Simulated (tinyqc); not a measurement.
Resistance of a source-drain extension with a graded tip: two steps of the calculation.

y runs along the channel, the gate covers y > 0. The doping is N0 for y < y0 and N0 10^(-(y - y0)/la) beyond, uniform over the depth xj. Sheet conductance s(y) = q mu(N) max(N - Nch, 0) xj + (for y > 0) ma Cox Vo, with mu(N) = u0 + (u1 - u0)/(1 + (N/Nr)^au) and Cox = eps0 eox/tox. Current is taken as one-dimensional; depletion of the tip, spreading and the contact are left out. The metallurgical junction lies at yj, where N = Nch.

Values chosen for this exercise; mobility law close to that of electrons in silicon:
- eox = 3.9 (relative permittivity of the gate insulator (close to silicon dioxide))
- tox = 2.4 nm (insulator thickness)
- N0 = 9.4e19 cm^-3 (active doping of the extension far from the gate)
- la = 2.1 nm/decade (lateral abruptness)
- y0 = 2.2 nm (position under the gate where the fall begins (gate edge at 0))
- xj = 15 nm (depth of the extension)
- Nch = 4.1e17 cm^-3 (channel doping)
- Vo = 0.8 V (gate overdrive)
- ma = 130 cm^2/(V s) (mobility of the gate-induced layer)
- u1 = 1414 cm^2/(V s) (mobility at low doping)
- u0 = 68.5 cm^2/(V s) (mobility at high doping)
- Nr = 9.2e16 cm^-3 (reference doping)
- au = 0.711 (exponent)
- Lg = 30 nm (gate length)

Constants: q = 1.602176634e-19 C, eps0 = 8.8541878128e-14 F/cm where lengths are in cm. Results are converted to the units shown.

Problem 1. Sheet resistances and junction position. yj = y0 + la log10(N0/Nch); sheet resistance of the full extension 1/[q mu(N0)(N0 - Nch) xj] and of the gate-induced layer 1/(ma Cox Vo); metallurgical length Lg - 2 yj; ye is where the doped and the gate-induced conductances are equal.

Give: yj; sheet resistance of the extension; sheet resistance of the induced layer; metallurgical length; ye; N at ye.

Solution 1.

yj = 7.157 nm
sheet resistance of the extension = 568.6 ohm/square
sheet resistance of the induced layer = 6683 ohm/square
metallurgical length = 15.69 nm
ye = 4.938 nm
N at ye = 4.668e18 cm^-3

The gate takes over 2.22 nm before the junction, where N is still 11.4 times the channel doping.

Problem 2. Resistance of the overlapped part. Midpoint rule on 11 equal steps from 0 to yj: R_ov = sum h/s(y), per width.

Give: y; N; doped conductance; sheet resistance; R_ov.

Solution 2.

```
point,y (nm),N (cm^-3),doped conductance (uS),sheet resistance (ohm/square)
0,0.32531,9.4000e19,1758.6,524.06
1,0.97592,9.4000e19,1758.6,524.06
2,1.6265,9.4000e19,1758.6,524.06
3,2.2771,8.6376e19,1627.6,562.67
4,2.9278,4.2323e19,861.10,989.38
5,3.5784,2.0738e19,471.32,1610.4
6,4.2290,1.0161e19,267.93,2394.8
7,4.8796,4.9789e18,156.94,3261.8
8,5.5302,2.4396e18,91.577,4145.7
9,6.1808,1.1954e18,48.239,5053.7
10,6.8314,5.8572e17,14.909,6077.4
```

R_ov = 16.700 ohm um

tinyqc, about 0.03 s, one thread, Intel Xeon 2.30GHz (shared host): `OMP_NUM_THREADS=1 python tinyqc.py 2282108 2282109 out.jsonl`
